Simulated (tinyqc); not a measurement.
Length of a molecular wire: coherent transport through a tight-binding bridge. Computed by the program tinyqc. 

A uniform bridge between two chains:
```
parameter                        value
site energy (eV)              2.680000
hopping in the bridge (eV)    0.900000
lead hopping (eV)             2.220000
couplings (eV)              0.48, 0.71
E (eV)                       -0.490000
```

T = Gamma_L Gamma_R |G_1n|^2 with the self-energies of semi-infinite chains.

Transmission against length:
```
sites           T     ln T
2      8.9911e-04   -7.014
3      8.7114e-05   -9.348
4      8.4493e-06  -11.681
5      8.1959e-07  -14.014
6      7.9502e-08  -16.347
7      7.7119e-09  -18.681
8      7.4807e-10  -21.014
9      7.2564e-11  -23.347
10     7.0389e-12  -25.680
```

E lies outside the band of the bridge (|E - e|/2h = 1.761 > 1), so T decays as exp(-beta n) with beta = 2 arccosh(1.761) = 2.3330 a site; the last two rows give 2.3330.
